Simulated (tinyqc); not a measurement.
Worked calculation: electron-beam lithography: double-Gaussian proximity function, edge placement and dose correction for parallel lines. Computed by tinyqc, a small Python program that keeps every step. Command: `OMP_NUM_THREADS=1 python tinyqc.py 3112448 3112449 out.jsonl proximity walk`. One thread of a shared host (Intel(R) Xeon(R) Processor @ 2.30GHz), about 0.01 s of CPU time with the checks. Intermediate numbers are printed to about 7 digits and carried at full precision; extremes and crossings named in words are read from the listed rows.

Lines are infinitely long. Absorbed energy is counted so that the middle of a very large area written at dose 1 receives 1; the resist develops where it exceeds 1/2.

Inputs (values chosen for the exercise, of the order of those for 50 keV electrons in resist on silicon):

| quantity | value | unit |
|---|---|---|
| forward range alpha | 0.013 | micrometre |
| backscatter range beta | 9.6 | micrometre |
| backscatter ratio eta | 0.58 | - |
| base dose D0 | 360 | microcoulomb/cm^2 |
| beam current | 2.8 | nA |
| pixel size | 5 | nm |
| width of the test line | 0.23 | micrometre |
| pattern density around the test line | 0.1 | - |

line widths (micrometre): 0.98  0.1  0.034  3.3  0.076

gaps between the lines (micrometre): 0.072  0.57  0.19  7.7

Constants: e = 1.602176634e-19 C.

## Layout

The first line starts at x = 0; each next one starts after the width and the gap.

Lines (micrometre):

| line | left edge | right edge | centre |
|---|---|---|---|
| 1 | 0.000 | 0.980 | 0.490 |
| 2 | 1.052 | 1.152 | 1.102 |
| 3 | 1.722 | 1.756 | 1.739 |
| 4 | 1.946 | 5.246 | 3.596 |
| 5 | 12.946 | 13.022 | 12.984 |

## Interaction matrix

f(r) = [exp(-r^2/alpha^2)/alpha^2 + eta exp(-r^2/beta^2)/beta^2]/(pi (1 + eta)). A line from a to b at dose d gives E(x) = d [S(alpha) + eta S(beta)]/(1 + eta), S(s) = [erf((b - x)/s) - erf((a - x)/s)]/2. M_ij is the mean of E at the two edges of line i from line j at dose 1.

M:
```
           1          2          3          4          5
1  0.3375247  0.0021431  0.0007194  0.0634927  0.0003033
2  0.0210378  0.3186130  0.0007303  0.0659827  0.0003544
3  0.0207699  0.0021479  0.3171206  0.0679587  0.0004158
4  0.0185890  0.0019657  0.0006875  0.3849414  0.0006467
5  0.0038946  0.0004663  0.0001860  0.0276023  0.3180953
```

## Dose correction

Uncorrected edge energies are M 1. Solve M d = 1/2 for the doses d that put the mean edge energy of every line at the threshold.

edge energies at dose 1: 1 0.4041831, 2 0.4067181, 3 0.4084128, 4 0.4068302, 5 0.3502444

corrected doses: 1 1.238627, 2 1.228754, 3 1.222141, 4 1.228196, 5 1.447600

largest over smallest dose = 1.184479

Line 5 needs the most and line 3 the least; a narrow isolated line much wider than alpha would need 1 + eta = 1.58.

## Printed widths

Edges are the roots of E(x) = 1/2 between a line centre and the middle of the next gap. Three cases: dose 1 everywhere; one common dose equal to the mean of d; the corrected doses.

Width error, printed less drawn (nm):

| line | drawn width (nm) | dose 1 | mean dose | corrected |
|---|---|---|---|---|
| 1 | 980 | -7.15315 | 0.832540 | 2.40e-05 |
| 2 | 100 | -6.95440 | 1.017326 | 1.00e-06 |
| 3 | 34 | -6.83840 | 1.142025 | 0 |
| 4 | 3300 | -6.94511 | 1.025431 | 6.00e-06 |
| 5 | 76 | -11.63649 | -3.109947 | 3.00e-06 |

With the common mean dose the errors span 4.3 nm. With corrected doses the largest error is below 0.01 nm.

## Dose to size and latitude

A test line of width w << beta in surroundings of density rho, all at dose d: near its edge E(x) = d [S + eta rho]/(1 + eta), S = [erf((b - x)/alpha) - erf((a - x)/alpha)]/2 for edges a and b, the second term being the background energy. Dose to size d_s = (1 + eta)/(erf(w/alpha) + 2 eta rho), dose = d_s D0; edge slope d [1 - exp(-w^2/alpha^2)]/(sqrt(pi) alpha (1 + eta)); width change per 1 % of dose = 2 x 0.01 x (1/2)/slope.

dose to size d_s = 1.415771

dose = 509.6774 microcoulomb/cm^2

edge slope = 0.03888817 1/nm

width change per 1 % of dose = 0.2571476 nm

background energy = 0.05197133

The background supplies 10 % of the threshold.

## Shot noise and writing time

With dose = d_s D0: electrons per pixel N = dose x pixel area/e; relative noise 1/sqrt(N); time per cm^2 of pattern area = dose x density/current; pixel rate = current/(dose x pixel area).

electrons per pixel = 795.2891

shot noise = 3.545990 %

writing time per cm^2 = 5.056324 h

pixel rate = 21.97468 MHz

Checks made by the program: corrected edge energies (relative difference below 1e-10).
